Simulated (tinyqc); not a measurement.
# Worked calculation: capacitance measurement on a leaky thin oxide: effects of series resistance and leakage

Computed by the program tinyqc: `OMP_NUM_THREADS=1 python tinyqc.py 2022189 2022190 out.jsonl`, one thread of a shared Intel Xeon 2.30GHz, about 0.01 s for the whole run. Printed values are rounded.

The device is a capacitance C in parallel with a leakage conductance G, in series with Rs and Ls. An impedance meter reports either a parallel pair (Cp, Gp) from Y = 1/Z = Gp + i w Cp or a series pair (Cs, Rm) from Z = Rm + 1/(i w Cs); w = 2 pi f, dissipation D = Gp/(w |Cp|).

Parameters, values chosen for the exercise; values of the order met in thin-oxide MOS capacitors:
```
symbol   value    unit                                                                 meaning
eox        3.9          relative permittivity of the gate insulator (close to silicon dioxide)
tox        2.2      nm                                                     insulator thickness
A         2500    um^2                                                               gate area
zc        0.54      nm              oxide-equivalent thickness added by the accumulation layer
zp        0.38      nm                      oxide-equivalent thickness added by gate depletion
Jg      0.0049  A/cm^2              gate leakage current density, not matched to the thickness
Vs        0.28       V                               voltage for an e-fold rise of the leakage
Rs          82     ohm                                                       series resistance
Ls          63      nH                                                       series inductance
f          1e5      Hz                                                     measuring frequency
```

Constants: eps0 = 8.8541878128e-14 F/cm where lengths are in cm. Results are converted to the units shown.

## True capacitance and conductance

EOT = 3.9 tox/eox; CET = EOT + zc + zp; C = 3.9 eps0 A/CET; G = Jg A/Vs.

EOT = 2.2 nm
CET = 3.12 nm
C = 27.6693 pF
G = 0.4375 uS

## What the meter reports

Z = Rs + i w Ls + 1/(G + i w C).

Z = (0.15286-5.74839i) x 1e4 ohm
Cp = 27.6673 pF
Gp = 0.462266 uS
Cs = 27.6869 pF
D = 0.0265916

Cp is within 0.01 % of C and Cs is 0.063 % above it; G Rs = 3.59e-5, w C Rs = 0.00143 and G/(w C) = 0.0252.
